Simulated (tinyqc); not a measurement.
Fermi-Dirac statistics of conduction electrons: sweeps and comparisons. A value that a table varies takes the place of the one given here.

Non-parabolic band E (1 + alpha E) = c k^2/m: n = Nc (2/sqrt(pi)) integral_0^infinity sqrt(x (1 + a x)) (1 + 2 a x) dx/(1 + exp(x - eta)) with a = alpha kT and eta = (EF - Ec)/kT; a = 0 gives n = Nc F_1/2(eta).

Constants: hbar^2/2m0 = 3.80998211 eV angstrom^2; kB = 8.617333262e-05 eV/K.

Values chosen for the exercise (near those of Ge, lowest valleys alone; not measured data): m = 0.5533 m0 (density-of-states mass of the conduction band); T = 300 K; alpha = 0.67 1/eV (non-parabolicity); n = 8e+19 1/cm^3 (electron density).

## Parabolic against non-parabolic filling

N = 2 (m kB T/(4 pi c))^(3/2) with c = hbar^2/2m0, in 1/angstrom^3; times 1e24 for 1/cm^3. k_F = (3 pi^2 n)^(1/3) and the energy E0 that solves E (1 + alpha E) = c k_F^2/m give the limit of zero temperature.

EF - Ec (meV):

| n (1/cm^3) | parabolic | non-parabolic | non-parabolic, 0 K |
|---|---|---|---|
| 1.0e+18 | -59.5 | -61.2 | 6.6 |
| 4.0e+18 | -21.0 | -23.0 | 16.4 |
| 2.0e+19 | 34.3 | 30.9 | 47.1 |
| 5.0e+19 | 82.4 | 75.6 | 84.6 |
| 2.0e+20 | 222.9 | 194.6 | 198.9 |
| 5.0e+20 | 413.8 | 335.5 | 338.4 |

Non-parabolicity lowers EF by 1.7 meV at the lowest density and by 78.4 meV at the highest, where alpha (EF - Ec) = 0.22. Temperature lowers EF below its 0 K value by 67.8 meV at the lowest density and by 2.9 meV at the highest. EF enters the band between 4e+18 and 2e+19 1/cm^3. In Ge the Gamma and Delta valleys, 0.14 and 0.18 eV up, would start to fill in the rows with EF above about 100 meV.

## What moves the Fermi level

N = 2 (m kB T/(4 pi c))^(3/2) with c = hbar^2/2m0, in 1/angstrom^3; times 1e24 for 1/cm^3. Each row changes one parameter from the base and keeps the others.

Results:

| case | parabolic EF - Ec (meV) | non-parabolic EF - Ec (meV) |
|---|---|---|
| base | 117.48 | 106.84 |
| m = 0.498 m0 | 131.62 | 119.13 |
| T = 275 K | 118.31 | 107.99 |
| n = 1.6e+20 1/cm^3 | 191.31 | 169.18 |
| alpha = 1.005 1/eV | 117.48 | 102.46 |

The largest shifts from the base row, up to three for each result and ties (the steps differ in size, so this ranks the rows, not the parameters). parabolic EF - Ec (meV): n +73.83, m +14.14, T +0.83; unchanged at the printed digits by alpha. non-parabolic EF - Ec (meV): n +62.33, m +12.29, alpha -4.38.

Computed by tinyqc, a small Python program: `OMP_NUM_THREADS=1 python tinyqc.py 1681025 1681026 out.jsonl` (the numbers bound the seed that draws the inputs); one thread of a shared host (Intel(R) Xeon(R) Processor @ 2.30GHz), about 0.01 s for the whole set of steps.
